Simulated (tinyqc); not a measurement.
# Box-like doped layer, carriers, mobility and sheet resistance with incomplete ionisation: effect of the temperature

An n-type layer from the surface x = 0 to the junction xj, N(x) = N0 for x < xb and N0 10^(-(x - xb)/Lt) beyond. Local neutrality (no depletion at surface or junction, no spilling of carriers), intrinsic carriers neglected, Boltzmann statistics.

NB is given at 250 K and scales as (T/250 K)^1.5. xj = xb + Lt log10(N0/Nb). Active dopant A = min(N, Ns); n solves n (n + Nb)/(A - Nb - n) = K, K = (NB/gd) exp(-E/Vt), E = max(Ei - ks A^(1/3), 0), so n = 2 K (A - Nb)/[Nb + K + sqrt((Nb + K)^2 + 4 K (A - Nb))]; mobility mu = m1 + (m2 (T/300 K)^(-bt) - m1)/(1 + ((A + Nb)/Nr)^am). Dose = integral of N, carrier sheet density = integral of n, 1/Rs = q integral of n mu, mean mobility 1/(q Rs sheet density), Hall mobility (unit Hall factor) = integral of n mu^2 over integral of n mu, Hall sheet density = (integral of n mu)^2/integral of n mu^2; all from 0 to xj. Integrals on 4000 steps.

Values chosen for this exercise; values close to those of phosphorus in silicon over a p-type background:
- Nb = 5.6e14 cm^-3 (background doping of the opposite type)
- N0 = 1.6e17 cm^-3 (peak chemical concentration)
- m1 = 67.7 cm^2/(V s) (mobility limit at high doping)
- m2 = 1420 cm^2/(V s) (mobility limit at low doping, at 300 K)
- Nr = 9.24e16 cm^-3 (reference doping of the mobility law)
- am = 0.724 (exponent of the mobility law)
- bt = 1.8 (temperature exponent of m2)
- Ns = 3.98e20 cm^-3 (solubility limit of active dopant)
- NB = 2.11e19 cm^-3 (conduction-band density of states at the reference temperature)
- Ei = 0.0435 eV (ionisation energy in the dilute limit)
- gd = 2 (degeneracy factor of the level)
- ks = 5.3e-9 eV cm (lowering of Ei per N^(1/3))
- xb = 120 nm (depth of the flat top)
- Lt = 6.8 nm/decade (abruptness of the tail)

Constants: q = 1.602176634e-19 C, kB = 1.380649e-23 J/K, Vt = kB T/q. Results are converted to the units shown.

The same in every row: xj (nm) = 136.7; dose (cm^-2) = 1.967e12.

Results:

| T (K) | carriers (cm^-2) | Rs (ohm/square) | mean mobility (cm^2/(V s)) | Rs xj (ohm nm) | Hall/true sheet density |
|---|---|---|---|---|---|
| 150 | 1.309e12 | 2329 | 2048 | 3.184e5 | 0.9927 |
| 200 | 1.652e12 | 3060 | 1235 | 4.183e5 | 0.9940 |
| 250 | 1.797e12 | 4139 | 839.2 | 5.659e5 | 0.9947 |
| 350 | 1.896e12 | 6916 | 476.1 | 9.454e5 | 0.9956 |
| 400 | 1.914e12 | 8513 | 383.0 | 1.164e6 | 0.9959 |
| 450 | 1.926e12 | 1.021e4 | 317.5 | 1.395e6 | 0.9963 |

Estimate the missing row, T = 300 K.

Computed row:

| T (K) | carriers (cm^-2) | Rs (ohm/square) | mean mobility (cm^2/(V s)) | Rs xj (ohm nm) | Hall/true sheet density |
|---|---|---|---|---|---|
| 300 | 1.862e12 | 5445 | 615.6 | 7.443e5 | 0.9952 |

With this row back in the table: As T goes from 150 to 450, xj stays at 137 nm, Rs rises from 2330 to 10200 ohm/square, the mean mobility falls from 2050 to 317 cm^2/(V s) and the share of the dose that conducts rises from 66.5 to 97.9 %.

Numbers from tinyqc (`OMP_NUM_THREADS=1 python tinyqc.py 2110139 2110140 out.jsonl`; about 0.01 s on one thread of a shared Intel Xeon 2.30GHz).
